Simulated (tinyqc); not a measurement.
# CMOS inverter, nodal equation and switching: two studies

An n-channel pull-down (bn, VTn) and a p-channel pull-up (bp, VTp) share the input Vin and the output node Vout, which carries the load C. Transistor (EKV form, voltages against the body): I = 2 n b Vt^2 [F(vp - Vs) - F(vp - Vd)] from drain to source, F(v) = ln^2(1 + exp(v/(2 Vt))), vp = (Vg - VT + sg |Vd - Vs|)/n. n-channel bodies are at 0; for the p-channel device all voltages are counted down from Vdd. b in uA/V^2 gives I in uA. Static: In = Ip. Transient: C dVout/dt = Ip - In. No velocity saturation, no gate capacitance beyond C.

Values chosen for this exercise:

| symbol | value | unit | meaning |
|---|---|---|---|
| T | 250 | K | temperature |
| Vdd | 0.8 | V | supply voltage |
| n | 1.27 |  | slope factor |
| sg | 0.039 |  | drain-induced barrier lowering |
| VTn | 0.28 | V | n-channel threshold |
| VTp | 0.29 | V | p-channel threshold (magnitude) |
| bn | 220 | uA/V^2 | gain factor of the pull-down transistor |
| bp | 220 | uA/V^2 | gain factor of the pull-up transistor |
| C | 2 | fF | load capacitance |

Constants: q = 1.602176634e-19 C, kB = 1.380649e-23 J/K, Vt = kB T/q. Results are converted to the units shown.

Each table varies one quantity; the others keep the values above.

## Effect of the n-channel threshold

VM solves In = Ip with Vin = Vout; VIL and VIH are the inputs of gain -1, NML = VIL - Vout(VIH), NMH = Vout(VIL) - VIH. For a step input the delay to Vdd/2 is tHL = C times the integral of dV/(In - Ip) from Vdd/2 to Vdd at Vin = Vdd, and tLH likewise with Ip - In from 0 to Vdd/2 at Vin = 0.

Results:

| VTn (V) | VM (V) | gain at VM | NML (V) | NMH (V) | tHL (ps) | tLH (ps) |
|---|---|---|---|---|---|---|
| 0.15 | 0.3326 | -25.61 | 0.2269 | 0.3669 | 20.53 | 32.49 |
| 0.25 | 0.3808 | -25.64 | 0.2954 | 0.3354 | 28.14 | 32.49 |
| 0.3 | 0.4048 | -25.64 | 0.3288 | 0.3188 | 33.74 | 32.49 |
| 0.35 | 0.4289 | -25.64 | 0.3615 | 0.3015 | 41.23 | 32.49 |
| 0.4 | 0.4529 | -25.64 | 0.3933 | 0.2833 | 51.54 | 32.49 |
| 0.45 | 0.4770 | -25.64 | 0.4241 | 0.2641 | 66.25 | 32.49 |
| 0.5 | 0.5011 | -25.64 | 0.4538 | 0.2438 | 88.28 | 32.49 |

Estimate the missing row, VTn = 0.2 V.

Computed row:

| VTn (V) | VM (V) | gain at VM | NML (V) | NMH (V) | tHL (ps) | tLH (ps) |
|---|---|---|---|---|---|---|
| 0.2 | 0.3567 | -25.64 | 0.2614 | 0.3514 | 23.86 | 32.49 |

With this row back in the table: As VTn goes from 0.15 to 0.5 V, VM rises from 0.333 to 0.501 V, the size of the gain stays near 25.6, tHL rises from 20.5 to 88.3 ps and tLH stays near 32.5 ps. The smaller margin is largest, 0.319 V, at VTn = 0.3 V among the rows. In every row the overdrive passes 0.5 V, where velocity saturation, left out here, would lengthen the delays of short devices.

## Effect of the slope factor

Same model as above.

The same in every row: VM (V) = 0.3952.

Effect of the slope factor:

| n | gain at VM | NML (V) | NMH (V) | tHL (ps) | tLH (ps) |
|---|---|---|---|---|---|
| 1 | -25.64 | 0.3113 | 0.3213 | 24.87 | 25.77 |
| 1.1 | -25.64 | 0.3132 | 0.3232 | 27.21 | 28.22 |
| 1.2 | -25.64 | 0.3147 | 0.3247 | 29.61 | 30.72 |
| 1.3 | -25.64 | 0.3159 | 0.3259 | 32.04 | 33.25 |
| 1.4 | -25.64 | 0.3168 | 0.3268 | 34.50 | 35.80 |
| 1.5 | -25.64 | 0.3175 | 0.3275 | 36.95 | 38.35 |
| 1.6 | -25.64 | 0.3181 | 0.3281 | 39.41 | 40.90 |

As n goes from 1 to 1.6, VM stays near 0.395 V, the size of the gain stays near 25.6, tHL rises from 24.9 to 39.4 ps and tLH rises from 25.8 to 40.9 ps. The smaller margin is largest, 0.318 V, at n = 1.6 among the rows. In every row the overdrive passes 0.5 V, where velocity saturation, left out here, would lengthen the delays of short devices.

Numbers from tinyqc (`OMP_NUM_THREADS=1 python tinyqc.py 2340020 2340021 out.jsonl`; about 0.04 s on one thread of a shared Intel Xeon 2.30GHz).
